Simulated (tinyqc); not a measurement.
Bloch-Grueneisen resistivity of a metal: one step, computed by the program tinyqc.

Electrons scatter from a Debye spectrum of phonons (n = 5 for scattering within one band, n = 3 for scattering into a second, heavy band) and from static defects.

Question. Total resistivity and derived numbers. J_n(y) = int_0^y x^n e^x/(e^x - 1)^2 dx, by 96 Gauss-Legendre points (upper limit at most 60). rho_ph = (n - 1) rho_1 (T/Theta)^n J_n(Theta/T), with rho_1 = 2 pi lambda_tr k_B Theta/(hbar eps_0 w_p^2), the high-temperature line at T = Theta. Matthiessen's rule: rho = rho_0 + rho_ph. Temperature coefficient (1/rho) d rho/dT by a central difference of +/- 0.5 K; residual ratio rho(295 K)/rho(4.2 K); scattering time tau = 1/(eps_0 w_p^2 rho); Wiedemann-Franz kappa = L_0 T/rho, L_0 = (pi^2/3)(k_B/e)^2.

Inputs (values chosen for the exercise, modelled on gold):
```
quantity                      value         unit
exponent n                        5            -
Debye temperature Theta         187            K
transport coupling lambda_tr   0.14            -
Drude plasma energy hbar w_p    8.5           eV
residual resistivity rho_0    0.017  microohm cm
temperature T                   120            K
```

Addition: none.

Constants: k_B = 1.380649e-23 J/K; hbar = 1.054571817e-34 J s; eps_0 = 8.8541878128e-12 F/m; hbar = 6.582119569e-16 eV s; k_B = 8.617333262e-05 eV/K.

Give: resistivity rho; temperature coefficient; residual resistance ratio; scattering time; Wiedemann-Franz conductivity.

Answer.

resistivity rho = 0.8373 microohm cm

temperature coefficient = 10.27 1e-3/K

residual resistance ratio = 133.3

scattering time = 80.88 fs

Wiedemann-Franz conductivity = 350.1 W/(m K)

The coefficient is 1.23 times 1/T; it exceeds 1/T because the phonon part, extended linearly, meets zero above T = 0.
